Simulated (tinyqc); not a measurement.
What moves the results: thin-film optics by transfer matrices. A value that a table varies takes the place of the one given here.

Indices N = n + i k. Snell: N0 sin(theta) = N_j sin(theta_j), with Im(N_j cos theta_j) >= 0. Admittance y_j = N_j cos theta_j for s and N_j/cos theta_j for p. Phase delta_j = 2 pi N_j cos theta_j d_j/lambda. Layer matrix [[cos delta, -i sin delta/y], [-i y sin delta, cos delta]], multiplied from the top down to M. (B, C) = M (1, y_sub); r = (y0 B - C)/(y0 B + C), R = |r|^2, T = 4 Re y0 Re y_sub/|y0 B + C|^2, absorbed in the films 1 - R - T.

Ellipsometry: rho = tan(Psi) exp(i Delta) = -conj(r_p/r_s) with the r of the admittance formula, Delta in 0 to 360 degrees, so that a bare dielectric at small angles gives Delta = 180.

Inputs chosen for the exercise (indices near those of resist, ARC, SiO2 on Si; the results hold for these values, not for the real material): lam = 193 nm (vacuum wavelength); n0 = 1 (ambient index); n = (1.694, 1.822, 1.565, 0.879) (n of resist, ARC, SiO2, substrate); k = (0.019, 0.337, 0, 2.845) (k in the same order); d = (676, 37.4, 4.4) nm (thicknesses, top first); theta = 0 degrees (angle of incidence); pol = p (polarisation).

## Swing curve: thickness of the top film

The first entry of d takes the values listed.

Stack:
```
d_1 (nm)       R       T  absorbed
676.0     0.1241  0.0572    0.8188
685.5     0.1416  0.0555    0.8029
695.0     0.1032  0.0574    0.8394
704.5     0.0409  0.0606    0.8985
714.0     0.0193  0.0611    0.9197
723.5     0.0628  0.0575    0.8797
733.0     0.1194  0.0534    0.8272
742.5     0.1357  0.0519    0.8124
752.0     0.0995  0.0536    0.8470
761.4     0.0419  0.0563    0.9018
770.9     0.0215  0.0567    0.9218
780.4     0.0616  0.0536    0.8848
789.9     0.1147  0.0500    0.8353
```

R swings between 0.0193 and 0.1416 on these points. The period is lambda/(2 Re(N_1 cos theta_1)) = 57.0 nm, six rows. The swing shrinks from 0.1223 in the first period to 0.1142 in the second, as the film absorbs the wave that returns from below. The swing ratio (max - min)/mean is 1.46.

## Angle of incidence

Both polarisations.

Stack:
```
theta (degrees)     R_s     R_p    Psi   Delta
0                0.1241  0.1241  45.00  180.00
15               0.0760  0.0663  43.04  182.23
30               0.0812  0.0401  35.09  168.73
45               0.1399  0.0264  23.47  203.93
55               0.1760  0.0079  11.97  107.92
60               0.2872  0.0075   9.17  135.77
65               0.3532  0.0008   2.72  276.30
70               0.3885  0.0330  16.24  331.99
75               0.4458  0.1236  27.77  348.87
80               0.5635  0.2756  34.97  357.77
85               0.7480  0.5316  40.13    0.43
```

R_s and R_p agree at normal incidence (0.1241). R_p is lowest at 65 degrees of those listed (0.0008), where R_s = 0.3532; the top face alone would stop reflecting p light at arctan(n/n0) = 59.4 degrees, while the layers and the substrate below set where the minimum falls. R_s does not rise steadily, because the phase thickness of the films changes with the angle.

## Thickness of the antireflection layer under the resist

Light arrives at normal incidence from inside the resist, taken as the ambient with its real index n; the second entry of d takes the values listed.

Reflectance back into the resist:
```
d_2 (nm)       R
0         0.6056
10        0.2890
20        0.0977
30        0.0718
40        0.1043
50        0.1025
60        0.0512
80        0.0030
100       0.0298
120       0.0076
```

Without the layer R = 0.6056; the lowest value listed is 0.0030 at 80 nm, against a quarter wave lambda/(4 n) = 26.5 nm. A very thick layer would leave only its top interface, R = 0.0104, once absorption has removed the wave from below.

## Sensitivity of the reflectance

R for both polarisations. Each row changes one parameter from the base and keeps the others.

Results:
```
case                                 R_s     R_p     T_s
base                              0.1241  0.1241  0.0572
d = (681, 37.4, 4.4) nm           0.1405  0.1405  0.0558
n = (1.728, 1.822, 1.565, 0.879)  0.1363  0.1363  0.0569
k = (0.019, 0.337, 0, 3.14)       0.1212  0.1212  0.0510
lam = 198 nm                      0.0195  0.0195  0.0666
theta = 5 degrees                 0.1198  0.1184  0.0572
```

The largest shifts from the base row, up to three for each result and ties (the steps differ in size, so this ranks the rows, not the parameters). R_s: lam -0.1046, d +0.0164, n +0.0122. R_p: lam -0.1046, d +0.0164, n +0.0122. T_s: lam +0.0094, k -0.0061, d -0.0014; unchanged at the printed digits by theta.

(tinyqc, `OMP_NUM_THREADS=1 python tinyqc.py 1680536 1680537 out.jsonl`, Intel(R) Xeon(R) Processor @ 2.30GHz, 1 thread, shared host, about 0.01 s.)
